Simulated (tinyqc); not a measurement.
Comparisons within one model: special k points of the bcc lattice. A value that a table varies takes the place of the one given here.

Lattice vectors in units of a: a1 = (-1/2, 1/2, 1/2), a2 = (1/2, -1/2, 1/2), a3 = (1/2, 1/2, -1/2); reciprocal vectors b_i with a_i . b_j = 2 pi delta_ij. Mesh: k = sum_i f_i b_i with f_i = (2 j_i + shift)/(2 N), j_i = 0 .. N-1. The point group of the lattice has 48 operations; only those that map the mesh onto itself are used.

A_m(k) = sum over the m-th star of lattice vectors R of cos(k . R), stars in order of length: m = 1: |R|^2 = 0.75, 8 vectors, such as (1, 1, 1) in the basis a_i; m = 2: |R|^2 = 1, 6 vectors, such as (1, 1, 0) in the basis a_i; m = 3: |R|^2 = 2, 12 vectors, such as (2, 1, 1) in the basis a_i; m = 4: |R|^2 = 2.75, 24 vectors, such as (2, 2, 1) in the basis a_i; m = 5: |R|^2 = 3, 8 vectors, such as (2, 2, 2) in the basis a_i; m = 6: |R|^2 = 4, 6 vectors, such as (2, 2, 0) in the basis a_i. The zone mean of every A_m is zero.

Test function, the lower band of a two-band insulator: E(k) = -sqrt(D^2 + (e0 - t A_1(k))^2).

Parameters, chosen for this exercise: D = 2.28 eV (half gap term); t = 0.53 eV (coupling); e0 = 2.38 eV (offset); N = 6 (points along each reciprocal vector); shift = 1 (half steps).

## Mesh size and shift

Errors of the mean of E against the unshifted mesh with N = 24. The fifth column is |R|^2 of the shortest star with a non-zero mean.

Meshes:

| mesh | points | irreducible | operations | \|R\|^2 missed | error (meV) |
|---|---|---|---|---|---|
| 1 Gamma | 1 | 1 | 48 | 0.75 | 546.913 |
| 1 shifted | 1 | 1 | 48 | 0.75 | -3512.268 |
| 2 Gamma | 8 | 3 | 48 | 3.00 | -225.556 |
| 2 shifted | 8 | 2 | 48 | 3.00 | 193.484 |
| 3 Gamma | 27 | 4 | 48 | 6.75 | -6.912 |
| 3 shifted | 27 | 4 | 48 | 6.75 | 15.909 |
| 4 Gamma | 64 | 8 | 48 | 12.00 | 0.917 |
| 4 shifted | 64 | 6 | 48 | 12.00 | -1.645 |
| 5 Gamma | 125 | 10 | 48 | 18.75 | -0.020 |
| 5 shifted | 125 | 10 | 48 | 18.75 | -0.095 |
| 6 Gamma | 216 | 16 | 48 | >24 | -0.017 |
| 6 shifted | 216 | 14 | 48 | >24 | 0.066 |

reference mean = -3.48936 eV

How do the results move?

The shifted mesh has the smaller error for 1 of 6 values of N and the larger for 5. The cheapest mesh within 1 meV is 4 Gamma, with 8 irreducible points. A mesh misses the lattice vectors N (n1 a1 + n2 a2 + ...); the half shift gives each the sign (-1)^(n1 + n2 + ...), so the 8 shortest ones add up to -8 in place of 8: their term only changes sign. The shift keeps the full symmetry; it leaves fewer irreducible points for N = 2, 4 and 6.

## Gap and mesh density

D takes the values listed; errors against the unshifted mesh with N = 30, for unshifted meshes.

Errors (meV):

| D (eV) | reference (eV) | N = 2 | N = 4 | N = 6 | N = 8 |
|---|---|---|---|---|---|
| 0.2 | -2.4921 | -360.945 | 35.156 | -6.328 | 0.769 |
| 0.4 | -2.5292 | -347.642 | 26.392 | -3.643 | 0.313 |
| 0.8 | -2.6540 | -315.732 | 12.674 | -0.952 | 0.002 |
| 1.5 | -2.9919 | -265.200 | 3.303 | -0.077 | -0.002 |
| 2.5 | -3.6459 | -216.938 | 0.689 | -0.014 | 0.001 |
| 4.0 | -4.8341 | -175.028 | 0.217 | -0.003 | 0.000 |

How do the results move?

The first listed N from which the error stays below 0.5 meV is none for D = 0.2, 8 for D = 0.4, 8 for D = 0.8, 6 for D = 1.5, 6 for D = 2.5, 4 for D = 4 eV. A larger D makes the function smoother, so its Fourier coefficients fall faster with |R|.

## One point for the whole zone

The mean-value (Baldereschi) point is taken at k = (2 pi/a) (0.1667, 0.1667, 0.5), that is f = (0.25, 0.25, -0.0833); the reference is the mesh with N = 24.

Single points:

| point | A_1 | A_2 | A_3 | A_4 | E (eV) |
|---|---|---|---|---|---|
| Gamma | 8.000 | 6.000 | 12.000 | 24.000 | -2.9424 |
| mean-value point | 0.000 | 0.000 | -3.000 | 0.000 | -3.2959 |
| zone-face centre b1/2 | 0.000 | -2.000 | -4.000 | 0.000 | -3.2959 |

reference mean = -3.4894 eV

How do the results move?

The mean-value point makes A_1, A_2 and A_4 vanish. Its error is +193 meV, against +547 meV at Gamma and +193 meV at b1/2. E is not linear in A_1; its powers hold sums of nearest vectors and a non-zero mean, so this point is not exact. A_1 has the same value at b1/2, and E depends on A_1 alone, so this test cannot tell the two points apart.

## What moves the zone average

Mean of E over the mesh, and its error against the unshifted mesh with N = 24. Each row changes one parameter from the base and keeps the others.

Results:

| case | mean (eV) | error (meV) | irreducible points |
|---|---|---|---|
| base | -3.4893 | 0.07 | 14 |
| N = 7 | -3.4894 | -0.01 | 20 |
| shift = 0 | -3.4894 | -0.02 | 16 |
| D = 1.596 eV | -3.0471 | 0.27 | 14 |
| t = 0.689 eV | -3.6330 | 0.12 | 14 |

How do the results move?

The largest shifts from the base row, up to three for each result and ties (the steps differ in size, so this ranks the rows, not the parameters). mean (eV): D +0.4422, t -0.1437, shift -0.0001, N -0.0001. error (meV): D +0.20, shift -0.08, N -0.07. irreducible points: N +6, shift +2; unchanged at the printed digits by D and t.

Program tinyqc; command `OMP_NUM_THREADS=1 python tinyqc.py 1680803 1680804 out.jsonl`; about 0.3 s on one thread of a shared Intel(R) Xeon(R) Processor @ 2.30GHz.
